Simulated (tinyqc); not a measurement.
Inside a calculation. Model: tunnelling through a two-layer gate stack, WKB transmission and Tsu-Esaki current.

tinyqc, about 0.05 s, one thread, Intel Xeon 2.30GHz (shared host): `OMP_NUM_THREADS=1 python tinyqc.py 2540154 2540155 out.jsonl` Printed values are rounded.

Electrons leave the emitter at x = 0. Energies E (motion across the layers) are in eV from the emitter Fermi level; the collector Fermi level lies at -V and offers states at every E. No charge in the dielectric and no image force: F1 = V/(t1 + t2 eps1/eps2), F2 = F1 eps1/eps2; U = phi1 - F1 x in layer 1 and phi2 - F1 t1 - F2 (x - t1) in layer 2. With C = hbar^2/(2 m0), kappa = sqrt(m (U - E)/C) where U > E and 0 elsewhere; T(E) = exp(-S), S = 2 times the integral of kappa over x.

Inputs (values chosen for the exercise); layer 1 close to silicon dioxide, layer 2 close to aluminium oxide:
```
symbol,value,unit,meaning
T,400,K,temperature
Ef,0.11,eV,Fermi energy of the emitter above its band bottom
me,1,m0,emitter mass in the supply function
phi1,3.17,eV,barrier of layer 1 above the emitter Fermi level at zero bias
m1,0.48,m0,tunnelling mass of layer 1
t1,1.1,nm,thickness of layer 1
eps1,3.87,,relative permittivity of layer 1
phi2,2.59,eV,barrier of layer 2 at zero bias
m2,0.41,m0,tunnelling mass of layer 2
t2,2,nm,thickness of layer 2
eps2,8.65,,relative permittivity of layer 2
V,0.6,V,voltage across the dielectric
E,0,eV,energy of the electron followed
nc,5,,cells in each layer
Ea,-0.11,eV,lower end of the energy grid
Eb,0.4,eV,upper end of the energy grid
nE,13,,points of the energy grid
```

Constants: q = 1.602176634e-19 C, kB = 1.380649e-23 J/K, hbar = 1.054571817e-34 J s, m0 = 9.1093837015e-31 kg, Vt = kB T/q, hbar^2/(2 m0) = 0.0380998212 eV nm^2. Results are converted to the units shown.

## Fields and band edges

F1 = V/(t1 + t2 eps1/eps2), F2 = F1 eps1/eps2; U = phi1 - F1 x in layer 1 and phi2 - F1 t1 - F2 (x - t1) in layer 2. EOT = 3.9 (t1/eps1 + t2/eps2).

F1 = 3.00782 MV/cm
F2 = 1.34570 MV/cm
U at the end of layer 1 = 2.83914 eV
U at the start of layer 2 = 2.25914 eV
U at the end of layer 2 = 1.99 eV
EOT = 2.01026 nm

## WKB exponent by the midpoint rule

Cut each layer into nc equal cells, take U and kappa at the cell centres, and sum S = 2 sum kappa h.

```
cell   x (nm)   U (eV)  kappa (1/nm)
0     0.11000  3.13691       6.28652
1     0.33000  3.07074       6.21986
2     0.55000  3.00457       6.15248
3     0.77000  2.93840       6.08435
4     0.99000  2.87223       6.01545
5     1.30000  2.23223       4.90117
6     1.70000  2.17840       4.84171
7     2.10000  2.12457       4.78152
8     2.50000  2.07074       4.72056
9     2.90000  2.01691       4.65880
```

S = 32.6568
T(E) = 6.56631e-15

## WKB exponent in closed form

Each layer adds (2/F) sqrt(m/C) [G(u at its left edge) - G(u at its right edge)] to S, with u = U - E (0 where negative) and G(u) = (2/3) u^1.5. The slope follows from 1/d = -dS/dE.

S = 32.6566
T(E) = 6.56761e-15
energy d over which T(E) grows by a factor e = 0.14800 eV

The midpoint rule gives S = 32.657, so its T(E) is 0.020 % below this value. The band edge stays above E through the whole stack: direct tunnelling through a trapezoid.

## Current density on a coarse energy grid

J = J0 times the integral of T(E) N(E) dE, N = ln[(1 + exp(-E/Vt))/(1 + exp((-E - V)/Vt))], J0 = q^2 me m0 kB T/(2 pi^2 hbar^3) (times 1e-4 for A/cm^2 per eV), by Simpson's rule on nE equally spaced points from Ea to Eb.

```
point     E (eV)         T(E)           N       T(E) N
0      -0.110000  3.14999e-15     3.23154  1.01793e-14
1      -0.067500  4.17576e-15     2.09026  8.72841e-15
2      -0.025000  5.54933e-15     1.12015  6.21608e-15
3       0.017500  7.39359e-15    0.471178  3.48370e-15
4       0.060000  9.87668e-15    0.161610  1.59617e-15
5       0.102500  1.32294e-14   0.0498525  6.59519e-16
6       0.145000  1.77696e-14   0.0147865  2.62750e-16
7       0.187500  2.39364e-14  0.00433175  1.03687e-16
8       0.230000  3.23387e-14  0.00126431  4.08861e-17
9       0.272500  4.38236e-14  3.68613e-4  1.61540e-17
10      0.315000  5.95743e-14  1.07436e-4  6.40044e-18
11      0.357500  8.12490e-14  3.13106e-5  2.54395e-18
12      0.400000  1.11182e-13  9.12473e-6  1.01450e-18
```

J0 = 5.57821e8 A/(cm^2 eV)
J = 6.19561e-7 A/cm^2

The integrand peaks at E = -0.110 eV among these points. A converged quadrature from -Ef to above the barrier gives 6.196e-7 A/cm^2; this grid is within 0.01 % of that.
